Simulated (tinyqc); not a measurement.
Six-transistor SRAM cell, nodal equations and margins: one step of the calculation.

Two cross-coupled inverters (pull-down bn, pull-up bp) hold the nodes Q and QB; access transistors (ba, threshold VTn, gate on the word line at Vdd when selected) join them to the bit lines. Transistor (EKV form, voltages against the body): I = 2 n b Vt^2 [F(vp - Vs) - F(vp - Vd)] from drain to source, F(v) = ln^2(1 + exp(v/(2 Vt))), vp = (Vg - VT + sg |Vd - Vs|)/n. n-channel bodies are at 0; for the p-channel device all voltages are counted down from Vdd. b in uA/V^2 gives I in uA. For an access transistor the bit line is the drain and the node the source. In a read both bit lines are at Vdd. The cell is symmetric (no mismatch).

Task. The largest square in the read butterfly. f(x) is the node voltage of one half-cell in a read for input x (In - Ip - Ia = 0). Static noise margin: side of the largest square between the curve (x, f(x)) and its mirror image (f(y), y); with h(c) the root x of f(x) - x = c, it is the maximum over c > 0 of h(c) - h(-c) + c.

Values chosen for this exercise: temperature T = 300 K; supply voltage Vdd = 0.6 V; slope factor n = 1.15; drain-induced barrier lowering sg = 0.092; n-channel threshold VTn = 0.43 V; p-channel threshold (magnitude) VTp = 0.32 V; gain factor of the pull-down transistor bn = 490 uA/V^2; gain factor of the access transistor ba = 240 uA/V^2; gain factor of the pull-up transistor bp = 200 uA/V^2.

Constants: q = 1.602176634e-19 C, kB = 1.380649e-23 J/K, Vt = kB T/q. Results are converted to the units shown.

c, point 0 to 6 (V): 0.085  0.14  0.2  0.24  0.28  0.31  0.34

Wanted: h(c); h(-c); side.

Result.

```
point	h(c) (V)	h(-c) (V)	side (V)
0	0.3286	0.3457	0.0679
1	0.3238	0.3597	0.1041
2	0.3179	0.3855	0.1323
3	0.3118	0.4060	0.1458
4	0.2996	0.4272	0.1524
5	0.2825	0.4433	0.1492
6	0.2579	0.4595	0.1384
```

The maximum over c is 152.5 mV, the read margin; with the word line off (no Ia) the same construction gives 228.7 mV.

Numbers from tinyqc (`OMP_NUM_THREADS=1 python tinyqc.py 2340086 2340087 out.jsonl`; about 0.1 s on one thread of a shared Intel Xeon 2.30GHz).
